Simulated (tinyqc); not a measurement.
Inside a calculation. Model: elastic trap-assisted tunnelling through a dielectric.

tinyqc, about 0.05 s, one thread, Intel Xeon 2.30GHz (shared host): `OMP_NUM_THREADS=1 python tinyqc.py 2370158 2370159 out.jsonl` Printed values are rounded.

Emitter at x = 0 (Fermi level 0), collector at x = t (Fermi level -V), band edge U(x) = phi - F x, F = V/t. A trap at x has the energy E = U(x) - Et. With G(u) = (4/(3 F)) sqrt(mo/C) max(u, 0)^1.5, C = hbar^2/(2 m0): S1 = G(phi - E) - G(Et), S2 = G(Et) - G(phi - V - E), T1,2 = exp(-S1,2). The steady rate through one trap is nu T1 T2 (f1 - f2)/(T1 + T2), f1 = f(E), f2 = f(E + V), f(y) = 1/(1 + exp(y/Vt)); both contacts offer states at E.

Parameters, values chosen for the exercise; dielectric values close to those of silicon dioxide:
- T = 300 K (temperature)
- phi = 3.14 eV (barrier above the emitter Fermi level)
- mo = 0.52 m0 (tunnelling mass)
- t = 6 nm (thickness)
- Et = 2.41 eV (trap depth below the band edge of the dielectric)
- Nt = 1.5e17 cm^-3 (trap density)
- nu = 1e14 1/s (attempt frequency)
- n = 9 (points of the grid)
- V = 2.54 V (voltage)
- xa = 2.02 nm (left end of the grid)
- xb = 3.06 nm (right end of the grid)

Constants: q = 1.602176634e-19 C, kB = 1.380649e-23 J/K, hbar = 1.054571817e-34 J s, m0 = 9.1093837015e-31 kg, Vt = kB T/q, hbar^2/(2 m0) = 0.0380998212 eV nm^2. Results are converted to the units shown.

Range of the model: Phonon-assisted (inelastic) capture, chains of traps and a spread of trap depths are left out.

## Rate through a trap near the best position

n equally spaced x from xa to xb, where nearly all of the current flows; J = q Nt times the integral of the rate, by Simpson's rule.

```
point    x (nm)      E (eV)        S1        S2    f1 - f2   rate (1/s)
0      2.020000  -0.1251333  25.11781  36.34840  0.9921579   0.01624293
1      2.150000  -0.1801667  26.86076  35.51513  0.9990604   0.03762617
2      2.280000  -0.2352000  28.61822  34.65193  0.9998881   0.08907795
3      2.410000  -0.2902333  30.39006  33.75980  0.9999867    0.2106749
4      2.540000  -0.3452667  32.17618  32.83965  0.9999984    0.3609878
5      2.670000  -0.4003000  33.97645  31.89230  0.9999998    0.1560596
6      2.800000  -0.4553333  35.79077  30.91853   1.000000   0.02837626
7      2.930000  -0.5103667  37.61903  29.91902   1.000000  0.004592702
8      3.060000  -0.5654000  39.46112  28.89443   1.000000  7.281870e-4
```

J = 2.717747e-10 A/cm^2

A converged quadrature gives 2.852e-10 A/cm^2; this grid is 4.7 % below that. The rate peaks at x = 2.54 nm; traps sink below the emitter Fermi level beyond x = 1.72 nm.

## The best-placed trap against direct tunnelling

xs = 2.54 nm

At x = xs: E, S1, S2 and the occupation (T1 f1 + T2 f2)/(T1 + T2). Direct tunnelling at E = 0 has S = (4/(3 F)) sqrt(mo/C) [phi^1.5 - max(phi - V, 0)^1.5].

E = -0.3452667 eV
S1 = 32.17618
S2 = 32.83965
occupation = 0.6600384
S of direct tunnelling = 59.33489

The harder of the two steps has S = 32.8, 55.3 % of the direct exponent: the trap splits one long tunnelling path into two short ones.
